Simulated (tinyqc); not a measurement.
Worked calculation: inverse iteration on a symmetric matrix. Computed by tinyqc, a small Python program that keeps every step. Settings: method = inverse, shift = 1.12. Command: `OMP_NUM_THREADS=1 python tinyqc.py 31213 31214 out.jsonl` (the two numbers bound the seeds that draw the settings). One thread of a shared host (Intel(R) Xeon(R) Processor @ 2.60GHz), about 0.01 s of CPU time with the checks.

## Step 1

A:
```
          1         2         3         4
1   0.77200   0.84300  -0.22600  -0.35400
2   0.84300   1.13100  -0.62200  -1.07600
3  -0.22600  -0.62200   1.34700  -0.84400
4  -0.35400  -1.07600  -0.84400   1.66900
```

vector v at the start: 0.50000  0.50000  0.50000  0.50000

shift = 1.12000

solve (A - shift) w = v; v' = w/|w| with its largest component positive (the first on a tie); lambda = v'^T A v'.

vector after step 1: 0.57164  0.05587  0.61326  0.54223

Rayleigh quotient after step 1 = 0.25991

## Step 2

As before.

vector after step 2: 0.80174  0.06504  0.39698  0.44204

Rayleigh quotient after step 2 = 0.34235

## Step 3

As before.

vector after step 3: 0.78003  -0.12547  0.48319  0.37727

Rayleigh quotient after step 3 = 0.36542

## Course of the iteration

Stop when the residual |A v - lambda v| is below 1e-9.

Steps:
```
step     lambda  residual
1     0.2599136  4.37e-01
2     0.3423504  2.69e-01
3     0.3654210  1.69e-01
4     0.3694236  1.15e-01
5     0.3690590  8.33e-02
6     0.3681222  6.26e-02
7     0.3673799  4.77e-02
8     0.3668908  3.67e-02
9     0.3665875  2.82e-02
10    0.3664039  2.18e-02
11    0.3662938  1.68e-02
12    0.3662280  1.30e-02
13    0.3661888  1.00e-02
14    0.3661654  7.72e-03
15    0.3661515  5.96e-03
16    0.3661432  4.60e-03
17    0.3661383  3.55e-03
18    0.3661353  2.74e-03
19    0.3661336  2.11e-03
20    0.3661326  1.63e-03
21    0.3661319  1.26e-03
22    0.3661316  9.71e-04
23    0.3661313  7.50e-04
24    0.3661312  5.79e-04
25    0.3661311  4.46e-04
26    0.3661311  3.45e-04
27    0.3661311  2.66e-04
28    0.3661310  2.05e-04
29    0.3661310  1.58e-04
30    0.3661310  1.22e-04
```

all eigenvalues, for comparison: -0.38697  0.36613  2.09685  2.84300

Not converged in 30 steps: the residual falls only by the ratio of the two smallest distances of eigenvalues from the shift, 0.77 a step.
